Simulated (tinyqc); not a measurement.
Dopants and charged point defects at anneal temperature: Fermi-level effect, clustering and pairing: one step, computed by the program tinyqc. Command: `OMP_NUM_THREADS=1 python tinyqc.py 3013288 3013289 out.jsonl pairing walk`. One thread of a shared host (Intel(R) Xeon(R) Processor @ 2.30GHz), about 0.02 s of CPU time with the checks.

Boltzmann statistics and full ionisation of active dopants. Energies are counted from the valence band; the defect (a vacancy or self-interstitial) has five charge states, with all degeneracy factors one.

Problem. Charged defects. C_0 = N_s exp(S_f/k_B) exp(-H_f/k_B T). Ratios to the neutral state at E_F = E_i: r_+ = exp((E(+/0) - E_i)/k_B T), r_2+ = r_+ exp((E(2+/+) - E_i)/k_B T), r_- = exp((E_i - E(0/-))/k_B T), r_2- = r_- exp((E_i - E(-/2-))/k_B T); at other E_F state q scales as chi^(-q). The enhancement is sum r_q chi^(-q)/sum r_q. The charge on the defects is left out of neutrality.

Inputs (values chosen for the exercise, with bands modelled on silicon):

| quantity | value | unit |
|---|---|---|
| anneal temperature T | 960 | K |
| formation enthalpy of the neutral defect H_f | 2.68 | eV |
| formation entropy S_f | 9.7 | k_B |
| site density N_s | 4.3e+22 | cm^-3 |

Dopant: acceptor. Second part: clustering of the dopant.

defect levels as fractions of E_g(T): (2+/+), (+/0), (0/-), (-/2-): 0.1  0.061  0.4  0.6

E_g = 0.9151769 eV

k_B T = 0.08272640 eV

n_i = 4.879693e+17 cm^-3

E_i = 0.4396157 eV

chi = 0.03526297

Give: neutral defects C_0; Charge states; all defects, doped; enhancement over intrinsic; mean charge.

Solution.

neutral defects C_0 = 5.981e+12 cm^-3

Charge states:

| state | ratio r | intrinsic (cm^-3) | doped (cm^-3) |
|---|---|---|---|
| 2+ | 1.438e-04 | 8.600e+08 | 6.916e+11 |
| + | 9.665e-03 | 5.780e+10 | 1.639e+12 |
| 0 | 1.000e+00 | 5.981e+12 | 5.981e+12 |
| - | 2.433e+00 | 1.455e+13 | 5.130e+11 |
| 2- | 6.476e-01 | 3.873e+12 | 4.816e+09 |

all defects, doped = 8.829e+12 cm^-3

enhancement over intrinsic = 0.3609

mean charge = 0.2831 e

Doping leaves the neutral state alone and scales the total by 0.361; the most common state is 0 (in intrinsic material -).
